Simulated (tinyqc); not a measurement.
Raising U: Hubbard chain of 3 sites, mean field against exact. Computed by the program tinyqc. 

one-body matrix (hopping and site energies) (eV):
```
         1        2        3
1  -0.3500  -1.1900   0.0000
2  -1.1900  -0.5200  -1.1900
3   0.0000  -1.1900   0.0100
```

electrons, up and down: 2  1

Collinear unrestricted mean field (the lowest of 40 random starts) against exact diagonalisation.

Exact and mean-field results (eV):
```
U            U/t    E exact  E mean field  mean |n_up - n_down|  double occupancy, exact  first gap in the sector
0.5900    0.4958  -3.905080     -3.892062                0.3604                   0.1923                   1.5529
1.1900    1.0000  -3.578100     -3.526037                0.4064                   0.1710                   1.4903
2.3800    2.0000  -3.041058     -2.860869                0.5490                   0.1306                   1.2969
3.5700    3.0000  -2.636818     -2.348990                0.7247                   0.0972                   1.1028
4.7600    4.0000  -2.336667     -2.013526                0.8355                   0.0723                   0.9388
7.1400    6.0000  -1.941469     -1.643694                0.9257                   0.0419                   0.7037
9.5200    8.0000  -1.703388     -1.451118                0.9582                   0.0264                   0.5542
14.2800  12.0000  -1.439642     -1.255557                0.9814                   0.0128                   0.3838
23.8000  20.0000  -1.213585     -1.097765                0.9933                   0.0049                   0.2351
```

In absolute terms mean field is worst at U/t = 4.0, 0.323 eV too high: at small U it is nearly exact, and at large U it misses only exchange-scale energies. Relative to the exact energy its error is 0.3 % at the smallest U, 15 % at most and 10 % at the largest. The double occupancy falls from 0.192 to 0.005.
